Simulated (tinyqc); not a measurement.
Worked calculation: elastic strain and critical thickness of a cubic alloy layer A(1-x)B(x) on a thick substrate. Computed by tinyqc, a small Python program that keeps every step. Command: `OMP_NUM_THREADS=1 python tinyqc.py 3006589 3006590 out.jsonl misfit walk`. One thread of a shared host (Intel(R) Xeon(R) Processor @ 2.30GHz), about 0.01 s of CPU time with the checks. Intermediate numbers are printed to about 7 digits and carried at full precision; extremes and crossings named in words are read from the listed rows.

Strain is positive in tension. The layer is coherent with the substrate unless said otherwise.

Inputs (values chosen for the exercise, modelled on Ge(1-x)Si(x) on Ge): fraction x of B = 0.4; lattice constant a_A = 5.658 angstrom; lattice constant a_B = 5.431 angstrom; substrate lattice constant a_S = 5.658 angstrom; layer thickness h = 200 nm; biaxial modulus of the substrate M_S = 136 GPa; substrate thickness t_S = 775 micrometre; wafer diameter W = 200 mm; X-ray wavelength = 1.540593 angstrom; start of the iteration h0/b = 100.

Growth plane: (001). Layer: uncapped. Misfit dislocation: 60-degree.

C11, C12, C44 of A (GPa): [128.9, 48.9, 66.51]

C11, C12, C44 of B (GPa): [163.1, 62.83, 79.43]

## Alloy by Vegard's rule, and misfit

a = (1 - x) a_A + x a_B, the same rule for each C_ij; misfit f = (a_S - a)/a, the in-plane strain of the coherent layer.

free lattice constant a = 5.5672 angstrom

elastic constants (GPa): C11 142.580, C12 54.472, C44 71.678

misfit f = 0.01630981

The layer is stretched in the plane by 1.63 %.

## Biaxial strain, stress and energy

(001): D = 2 C12/C11, M = C11 + C12 - 2 C12^2/C11. The free surface carries no normal stress, so e_perp = -D f; dV/V = 2 f + e_perp; stress = M f; energy per area = M f^2 h (1 GPa nm = 1 J/m^2).

ratio D = 0.7640903

normal strain e_perp = -0.01246217

volume strain dV/V = 0.02015746

biaxial modulus M = 155.4305 GPa

in-plane stress = 2.535042 GPa

strain energy per area = 8.269214 J/m^2

## Symmetric X-ray reflection

Reflection 004: d = a_perp/sqrt(16), with a_perp = a (1 + e_perp) for the coherent layer, a for the relaxed layer and a_S for the substrate; sin(theta) = lambda/(2 d).

Bragg angles:
```
crystal         a_perp (angstrom)  theta (degrees)  from substrate (arcsec)
substrate                5.658000         32.99539                    0.000
coherent layer           5.497821         34.08607                 3926.456
relaxed layer            5.567200         33.60426                 2191.917
```

peak separation of the coherent layer = 3926.456 arcsec

The coherent layer lies 1.79 times as far from the substrate peak as a relaxed one, about 1 + D = 1.76: reading its peak as relaxed would overstate the mismatch by that factor.

## Isotropic constants and the prefactor A

Voigt averages: G = (C11 - C12 + 3 C44)/5, B = (C11 + 2 C12)/3, nu = (3 B - 2 G)/(2 (3 B + G)); b = a/sqrt(2). The 60-degree dislocation has cos alpha = 1/2, and cos lambda = 1/2 on (001). Matthews-Blakeslee: h_c = A [ln(h_c/b) + 1], A = b (1 - nu cos^2 alpha)/(8 pi |f| (1 + nu) cos lambda), the factor 8 pi being that of an uncapped layer.

shear modulus G = 60.6284 GPa

Poisson ratio nu = 0.2086596

Burgers vector b = 0.3936605 nm

prefactor A = 1.506231 nm

## Critical thickness by fixed-point iteration

Start at h0, put the right side back in, and stop when the change is below 1e-9 h or h turns negative.

Iteration:
```
step  h in (nm)  h out (nm)    change (nm)
1      39.36605    8.442684  -3.092337e+01
2       8.44268    6.123684  -2.318999e+00
3       6.12368    5.639979  -4.837056e-01
4       5.63998    5.516041  -1.239382e-01
5       5.51604    5.482572  -3.346844e-02
6       5.48257    5.473405  -9.166860e-03
7       5.47341    5.470885  -2.520527e-03
...         ...         ...            ...
12      5.46993    5.469929  -3.988407e-06
13      5.46993    5.469928  -1.098271e-06
14      5.46993    5.469927  -3.024262e-07
15      5.46993    5.469927  -8.327786e-08
16      5.46993    5.469927  -2.293188e-08
17      5.46993    5.469927  -6.314658e-09
18      5.46993    5.469927  -1.738842e-09
```

critical thickness h_c (Matthews-Blakeslee) = 5.469927 nm

Converged; near the root each step shrinks the error by A/h_c = 0.275. h_c is 13.9 Burgers vectors.

## Equilibrium strain at the thickness h

For h > h_c the same force balance gives the strain left, |e| = |f| A [ln(h/b) + 1]/h, and below h_c e = f; relaxation = 1 - e/f; dislocations per length across each line direction = (|f| - |e|)/(b cos lambda).

strain left e = 8.881455e-04

relaxation = 94.55453 %

dislocation line density = 78.35010 1/micrometre

h is 36.56 h_c: in equilibrium dislocations lie 12.8 nm apart; slow nucleation and glide can keep a real layer more strained.

## Wafer curvature of the coherent layer

Stoney: curvature = 6 |stress| h/(M_S t_S^2); radius = 1/curvature; bow = curvature W^2/8.

curvature = 0.03724124 1/m

radius of curvature = 26.85195 m

bow = 186.2062 micrometre

Caution: the curvature assumes a coherent layer, but h exceeds h_c. Caution: a bow above a fifth of the wafer thickness is beyond Stoney's small-deflection limit.

## Force balance against energy balance

People-Bean: h_c = P ln(h_c/b), P = (1 - nu)/(1 + nu) b^2/(16 pi sqrt(2) a f^2). The misfit is scaled by 0.25, 0.4, 0.6, 1, 1.5, 2.2 at fixed a, b and nu; the upper root is taken, and rows with A < 1.3 b or P < 3 b, where the roots shrink to the core size or vanish, are left out.

Critical thickness:
```
|f| (%)   Matthews-Blakeslee (nm)  People-Bean (nm)     ratio
0.407745                 32.64230          1242.461  38.06292
0.652393                 18.20206           420.004  23.07455
0.978589                 10.83166           160.998  14.86361
1.630981                  5.46993            45.855   8.38307
2.446472                  3.06499            15.822   5.16212
3.588159                  1.67682             5.101   3.04219
```

The exponents d ln h_c/d ln f are -1.24 and -2.31 between the first rows, steeper than the -1 and -2 of the prefactors because of the logarithm. The ratio falls from 38.1 to 3.04 as the misfit grows. Where People-Bean lies above, a layer between the lines is metastable: dislocations would lower the energy but have to be nucleated. Above about 2 % misfit islands may come first.

Checks made by the program: D and M against the full stiffness tensor (relative difference below 1e-10); h_c against the Lambert function, -A W_(-1)(-b/(A e)) (relative difference 1e-10).
